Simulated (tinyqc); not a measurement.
# FinFET, parasitic resistance, capacitance and delay, step by step

tinyqc, about 0.04 s, one thread, Intel Xeon 2.30GHz (shared host): `OMP_NUM_THREADS=1 python tinyqc.py 2170129 2170130 out.jsonl` Printed values are rounded.

Nf fins under one contact; each has gated perimeter p = 2 Hf + Wf and cross-section A = Hf Wf; contact width Wc = Nf pf, stack height Hs = Hf. Contact length Lc = CPP - Lg - 2 Lsp, shared by two neighbouring gates. Source and drain sides are equal. The formulas are first-order estimates, not field solutions.

Values chosen for this exercise; values close to those of silicon logic devices:
- T = 300 K (temperature)
- Nf = 2 (number of fins)
- Hf = 60 nm (fin height)
- Wf = 5 nm (fin width)
- pf = 24 nm (fin pitch)
- CPP = 42 nm (contacted gate pitch)
- Lg = 16 nm (gate length)
- Lsp = 4 nm (spacer length)
- ks = 5.5 (relative permittivity of the spacer)
- Hc = 20 nm (gate height above the channel stack)
- rc = 7.1e-10 ohm cm^2 (contact resistivity)
- re = 0.00028 ohm cm (resistivity of the source-drain epitaxy)
- te = 20 nm (current-carrying depth of the epitaxy)
- rx = 0.0006 ohm cm (resistivity of the extension)
- Lov = 1.5 nm (gate overlap)
- Cinv = 3.4 uF/cm^2 (inversion capacitance)
- vx = 1e7 cm/s (injection velocity)
- mu = 270 cm^2/(V s) (apparent mobility)
- VT = 0.21 V (threshold at zero drain voltage)
- dl = 0.039 V/V (barrier lowering)
- n = 1.13 (subthreshold factor)
- Cw = 0.33 fF (wire load)
- Vdd = 0.8 V (supply voltage)

Constants: q = 1.602176634e-19 C, kB = 1.380649e-23 J/K, eps0 = 8.8541878128e-12 F/m, Vt = kB T/q. Results are converted to the units shown.

## Geometry and resistances

Epitaxy sheet resistance Rsh = re/te, transfer length LT = sqrt(rc/Rsh), contact Rc = [sqrt(rc Rsh)/Wc] coth(Lc/(2 LT)); extension of one fin Rx = rx Lsp/A. Effective width N p; for equal currents one side has Rc + Rx/N.

Lc = 18 nm
effective width = 250 nm
Rsh = 140 ohm
LT = 22.5198 nm
Rc = 173.010 ohm
Rx = 80 ohm
one side times effective width = 53.2525 ohm um

Lc/2 is 0.40 transfer lengths, and Rc is 5.3 % above the area limit rc/(Wc Lc/2). The contact makes up 81.2 % of one side.

## Capacitances

With N fins: gate Cg = Cinv p N Lg; per side, plate Cp = ks eps0 [Wc (Hs + Hc) - N A]/Lsp, top fringe Cf = (2/pi) ks eps0 Wc ln(1 + Lg/(2 Lsp)), overlap Co = Cinv p N Lov. Cs = Cp + Cf + Co. An inverter of two such devices driving an equal one has the load CL = 2 (Cg + 2 Cs) + 4 Cs + Cw (its own drains counted twice for the Miller effect).

Cg = 136 aF
Cp = 39.4454 aF
Cf = 1.63485 aF
Co = 12.75 aF
CL = 1032.64 aF

The channel capacitance gives 26.3 % of CL, the parasitic parts 41.7 % and the wire 32.0 %.

## Iteration 1: fin currents at Vgs = Vdd, Vds = Vdd/2

I at the start (uA): fin 1 0, fin 2 0

One fin: I = p Q vx u/(1 + |u|^1.8)^(1/1.8), Q = Cinv n Vt ln(1 + exp((Vg' - VT + dl Vd')/(n Vt))), u = Vd' mu/(vx Lg), Vg' = Vgs - v, Vd' = Vds - 2 v, with the drop on each side v = Rc (sum of I) + Rx I. I(new) = I(out).

drop v (mV): fin 1 0, fin 2 0
I(out) (uA): fin 1 252.894, fin 2 252.894
I after iteration 1 (uA): fin 1 252.894, fin 2 252.894

## Iteration 2: fin currents at Vgs = Vdd, Vds = Vdd/2

As before.

drop v (mV): fin 1 107.738, fin 2 107.738
I(out) (uA): fin 1 194.418, fin 2 194.418
I after iteration 2 (uA): fin 1 194.418, fin 2 194.418

## Course of the iteration: fin currents at Vgs = Vdd, Vds = Vdd/2

Stop when the largest change of I is below 1e-6 uA, or after 80 iterations.

Course of the iteration:
```
iteration  total I (uA)  largest |change| of one entry (uA)
1               505.788                                 253
2               388.836                                58.5
3               419.596                                15.4
4               411.921                                3.84
5               413.858                               0.969
6               413.371                               0.244
7               413.493                              0.0614
8               413.462                              0.0155
9               413.470                             3.89e-3
10              413.468                             9.81e-4
11              413.469                             2.47e-4
12              413.469                             6.22e-5
13              413.469                             1.57e-5
14              413.469                             3.94e-6
15              413.469                             9.93e-7
```

Converged in 15 iterations. At the end each change is about 0.25 times the one before: linear convergence.

## Effective current, delay and energy

IH = I(Vdd, Vdd/2) = 413.469 uA
IL = I(Vdd/2, Vdd), solved likewise = 156.567 uA

Ieff = (IH + IL)/2, delay CL Vdd/(2 Ieff), energy CL Vdd^2, with CL the load of an inverter that drives an equal one.

Ieff = 285.018 uA
delay = 1.44923 ps
energy = 660.891 aJ

Without any series resistance Ieff would be 346 uA, so the resistances cost 17.7 %.
